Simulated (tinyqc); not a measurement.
Worked calculation: RKS/B3LYP (VWN-RPA form) in the sto-6g basis, for BeH2, spin multiplicity 1. One step of it, computed by the program tinyqc.

Problem. Orthogonalisation. S = U s U^T; symmetric (Loewdin) form X = U s^(-1/2) U^T, so that X^T S X = 1.

overlap S:
```
           1Be 1s    1Be 2s   1Be 2px    1Be 2py   1Be 2pz     2H 1s      3H 1s
1Be 1s   1.000000  0.254764  0.000000   0.000000  0.000000  0.050868   0.050868
1Be 2s   0.254764  1.000000  0.000000   0.000000  0.000000  0.399114   0.399114
1Be 2px  0.000000  0.000000  1.000000   0.000000  0.000000  0.000000   0.000000
1Be 2py  0.000000  0.000000  0.000000   1.000000  0.000000  0.475186  -0.475186
1Be 2pz  0.000000  0.000000  0.000000   0.000000  1.000000  0.045924   0.045924
2H 1s    0.050868  0.399114  0.000000   0.475186  0.045924  1.000000   0.022487
3H 1s    0.050868  0.399114  0.000000  -0.475186  0.045924  0.022487   1.000000
```

Give: eigenvalues of S; X.

Solution.

eigenvalues of S: 0.3166  0.4116  0.9389  1.0000  1.0115  1.6605  1.6609

X:
```
          1Be 1s   1Be 2s  1Be 2px  1Be 2py  1Be 2pz    2H 1s    3H 1s
1Be 1s    1.0273  -0.1479   0.0000   0.0000  -0.0017   0.0187   0.0187
1Be 2s   -0.1479   1.1873   0.0000   0.0000   0.0182  -0.2537  -0.2537
1Be 2px   0.0000   0.0000   1.0000   0.0000   0.0000   0.0000   0.0000
1Be 2py   0.0000   0.0000   0.0000   1.2682   0.0000  -0.3539   0.3539
1Be 2pz  -0.0017   0.0182   0.0000   0.0000   1.0020  -0.0287  -0.0287
2H 1s     0.0187  -0.2537   0.0000  -0.3539  -0.0287   1.2146  -0.0703
3H 1s     0.0187  -0.2537   0.0000   0.3539  -0.0287  -0.0703   1.2146
```
